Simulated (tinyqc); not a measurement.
Superjunction drift layer against a plain one, charge balance: two steps of the calculation.

Alternating n and p pillars of equal width wp, doping N and length Lp. When depleted, the lateral field peaks at Ex = q N wp/(2 eps0 eps_r) at the pillar junctions and a uniform vertical field Ey is added; breakdown is taken where Ex^2 + Ey^2 = Ef^2. Only the n pillars conduct, narrowed by the zero-bias depletion. A first-order model: the field peaks at the pillar ends are left out.

Parameters, values chosen for the exercise; values close to those of gallium nitride:
```
symbol,value,unit,meaning
eps_r,9.82,,relative permittivity of the semiconductor
E16,3,MV/cm,critical field at a doping of 1e16 cm^-3
mx,1140,cm^2/(V s),mobility at low doping
mi,58.7,cm^2/(V s),mobility at high doping
Nr,2e17,cm^-3,reference doping of the mobility
BV,3100,V,wanted breakdown voltage
wp,2,um,width of each pillar
Ef,2.7,MV/cm,critical field inside the pillars
a,0.78,,lateral peak field as a share of Ef
Vb,2.8,V,built-in voltage of the pillar junctions
```

Constants: q = 1.602176634e-19 C, eps0 = 8.8541878128e-14 F/cm where lengths are in cm. Results are converted to the units shown.

Question 1. Thickness and resistance of the plain layer. Ec(N) = E16 (N/1e16 cm^-3)^(1/8), mu(N) = mi + (mx - mi)/(1 + (N/Nr)^0.9). W = 2 BV/Ec, Rsp = W/(q mu N).

N of the plain layer = 7.2755784e15 cm^-3

Find: mu; W; Rsp.

Answer 1.

mu = 1087.9 cm^2/(V s)
W = 21.505 um
Rsp = 1.6959 mohm cm^2

Question 2. Design of the pillars. Ex = a Ef gives N = 2 eps0 eps_r a Ef/(q wp); Ey = Ef sqrt(1 - a^2); Lp = BV/Ey; xd = sqrt(eps0 eps_r Vb/(q N)) on each side; Rsp = 2 Lp/(q mu(N) N (1 - 2 xd/wp)). mu(N) = mi + (mx - mi)/(1 + (N/Nr)^0.9).

Wanted: N; Ey; Lp; xd; Rsp.

Answer 2.

N = 1.143e17 cm^-3
Ey = 1.690 MV/cm
Lp = 18.35 um
xd = 0.1153 um
Rsp = 0.3092 mohm cm^2

The pillars have an aspect ratio of 9.17. Their doping is 15.7 times, and their Rsp 0.182 times, that of the plain layer.

Computed by the program tinyqc: `OMP_NUM_THREADS=1 python tinyqc.py 2590071 2590072 out.jsonl`, one thread of a shared Intel Xeon 2.30GHz, about 0.01 s for the whole run.
